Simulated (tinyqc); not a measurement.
Inside a calculation. Model: single-oscillator infrared dielectric function of a polar cubic crystal. Computed by tinyqc, a small Python program that keeps every step. Command: `OMP_NUM_THREADS=1 python tinyqc.py 3024361 3024362 out.jsonl infrared walk`. One thread of a shared host (Intel(R) Xeon(R) Processor @ 2.30GHz), about 0.01 s of CPU time with the checks. Intermediate numbers are printed to about 6 digits and carried at full precision; extremes and crossings named in words are read from the listed rows.

One ion pair, charges +Z* and -Z*, in a cell of volume Omega = a^3. Frequencies omega are given as wavenumbers (1/cm); eps_s is the static dielectric constant.

Inputs (values chosen for the exercise, for a model crystal): lattice constant a = 4.42 angstrom; mass M_A = 33.4 u; mass M_B = 84.2 u; omega_TO = 425 1/cm; Born charge Z* = 1.58 e; eps_inf = 11; phonon damping gamma = 5.2 1/cm; probe frequency / omega_TO = 0.714; eps_m of the surrounding medium = 2.1.

Structure: caesium chloride. Free carriers: absent.

Constants: nu for 1 eV/(angstrom^2 u) = 15.6333042 THz; 1 THz = 33.35640952 1/cm; e^2/(4 pi eps_0) = 14.39964548 eV angstrom.

## LO frequency and static constant from the Born charge

mu = M_A M_B/(M_A + M_B); ionic plasma term W^2 = 4 pi Z*^2 (e^2/(4 pi eps_0))/(Omega mu) in eV/(angstrom^2 u), turned into 1/cm by W = 15.6333042 x 33.35640952 x sqrt(W^2); omega_LO^2 = omega_TO^2 + W^2/eps_inf; eps_s = eps_inf + W^2/omega_TO^2; Szigeti charge 3 Z*/(eps_inf + 2); longitudinal (Callen) charge Z*/eps_inf.

reduced mass mu = 23.9139 u

W = 243.898 1/cm

omega_LO = 431.315 1/cm

eps_s = 11.3293

Szigeti charge = 0.364615 e

Callen charge = 0.143636 e

omega_LO/omega_TO = 1.015; the ions supply 3 % of eps_s.

## Optical constants at the probe frequency

eps(omega) = eps_inf + W^2/(omega_TO^2 - omega^2 - i gamma omega); n + i k = sqrt(eps) with k >= 0; R = |(n + i k - 1)/(n + i k + 1)|^2 at normal incidence from vacuum. omega is the probe ratio times omega_TO. Intensity decays over 1/(4 pi omega k); the loss function is Im(-1/eps).

omega = 303.45 1/cm

Re eps = 11.6716

Im eps = 0.0119691

n = 3.41638

k = 0.00175172

reflectivity R = 0.299362

penetration depth of the intensity = 1497.05 micrometre

loss function = 8.78614e-05

Re eps is positive and k is small against n: the wave propagates.

## Spectrum around the optical phonon

The loss function is Im(-1/eps).

Spectrum:
```
omega (1/cm)     Re eps       Im eps         R   Im(-1/eps)
212             11.4384   0.00356197  0.295495  2.72245e-05
361             12.1809    0.0440676  0.307558  2.96999e-04
412             16.2630      1.03625  0.363737   0.00390214
425                  11      26.9169  0.541236    0.0318347
427            -1.93944      16.8608  0.532455    0.0585348
428            -2.23498      11.5107  0.489913    0.0837197
430           0.0740707      5.71471  0.327386     0.174958
431             1.27045      4.24569  0.233255     0.216176
440             6.55357     0.784080  0.194133    0.0179983
457             8.90718     0.176211  0.248117   0.00222015
496             10.0917    0.0358255  0.271608  3.51768e-04
647             10.7501   0.00353300  0.283633  3.05717e-05
1080            10.9397  3.43776e-04  0.286969  2.87255e-06
```

R peaks among these rows at 425 per cm with 0.54 and is lowest, 0.194, at 440; far above omega_LO it tends to ((sqrt(eps_inf) - 1)/(sqrt(eps_inf) + 1))^2 = 0.288. Im eps is largest at 425 and the loss function at 431: absorption marks the TO mode and the loss function the LO mode. Re eps is negative in some rows, where R averages 0.51.

## Surface and particle modes

Without damping, eps(omega) = -x eps_m gives omega^2 = omega_TO^2 (eps_s + x eps_m)/(eps_inf + x eps_m): x = 1 for a flat surface at large wave vector, x = 2 for the dipole mode of a small sphere. The reflectivity R for light from vacuum (not from the medium eps_m) vanishes where eps = 1, omega^2 = omega_TO^2 (eps_s - 1)/(eps_inf - 1).

surface mode = 430.309 1/cm

sphere mode = 429.580 1/cm

zero of R = 431.942 1/cm

Both modes lie between omega_TO and omega_LO, at 84 % and 73 % of the way up.

## Phonon polaritons

Transverse waves without damping obey Q^2 = omega^2 eps(omega), Q = wave vector/(2 pi) in 1/cm: eps_inf omega^4 - (eps_inf omega_LO^2 + Q^2) omega^2 + Q^2 omega_TO^2 = 0.

Branches (1/cm):
```
Q      lower branch  upper branch  Q/sqrt(eps_s)  Q/sqrt(eps_inf)
140          41.588        431.38          41.59            42.21
430         127.568        431.94         127.75           129.65
860         253.477        434.76         255.50           259.30
1400        388.354        461.95         415.94           422.12
2100        419.973        640.75         623.90           633.17
3600        423.854       1088.38        1069.55          1085.44
7200        424.747       2172.18        2139.10          2170.88
14000       424.935       4221.81        4159.35          4221.16
```

The lower branch starts as light slowed by sqrt(eps_s) (1.000 of that line) and ends at 1.000 omega_TO; the upper starts at 1.000 omega_LO and ends at 1.000 of the light line with eps_inf. No branch lies between omega_TO and omega_LO.

Checks made by the program: Lyddane-Sachs-Teller relation eps_s/eps_inf = (omega_LO/omega_TO)^2 (relative difference below 1e-10).
